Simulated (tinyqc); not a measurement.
From results back to parameters: hole subbands of a hard-walled well, four-band Luttinger model. Four cases, with inputs chosen for the exercise.

Problem. At k = 0 in a hard-walled well HHn = c (g1 - 2 g2)(n pi/L)^2 - Z0 and LHn = c (g1 + 2 g2)(n pi/L)^2 + Z0, c = hbar^2/2m0. Two spacings were computed from hidden g1 and g2.

Constants: hbar^2/2m0 = 3.80998211 eV angstrom^2.

Case 1.

Values chosen (out of a larger set: near those of Ge; not measured data): L = 105 angstrom (well width along [001]); Z0 = -0.0219 eV (shear strain energy).

HH2 - HH1 = 50.342 meV
LH1 - HH1 = 14.046 meV

Case 2.

Values chosen (out of a larger set: near those of Si; not measured data): L = 85 angstrom (well width along [001]); Z0 = 0.0313 eV (shear strain energy).

HH2 - HH1 = 56.365 meV
LH1 - HH1 = 69.678 meV

Case 3.

Values chosen (out of a larger set: near those of GaSb; not measured data): L = 110 angstrom (well width along [001]); Z0 = 0 eV (shear strain energy).

HH2 - HH1 = 36.640 meV
LH1 - HH1 = 57.927 meV

Case 4.

Values chosen (out of a larger set: near those of Ge; not measured data): L = 90 angstrom (well width along [001]); Z0 = -0.0198 eV (shear strain energy).

HH2 - HH1 = 67.964 meV
LH1 - HH1 = 39.320 meV

Find: u = c (pi/L)^2; g2; g1.
Solution. HH2 - HH1 = 3u (g1 - 2 g2) and LH1 - HH1 = 4 u g2 + 2 Z0.

Case 1.

u = c (pi/L)^2 = 3.411 meV
g2 = 4.24
g1 = 13.40

Case 2.

u = c (pi/L)^2 = 5.205 meV
g2 = 0.34
g1 = 4.29

Case 3.

u = c (pi/L)^2 = 3.108 meV
g2 = 4.66
g1 = 13.25

Case 4.

u = c (pi/L)^2 = 4.642 meV
g2 = 4.25
g1 = 13.38

Computed by tinyqc, one run a case: `OMP_NUM_THREADS=1 python tinyqc.py N N+1 out.jsonl` with N = 1252411, 1252437, 1252451, 1252536; one thread of a shared Intel(R) Xeon(R) Processor @ 2.30GHz, about 0.1 s a run at most.
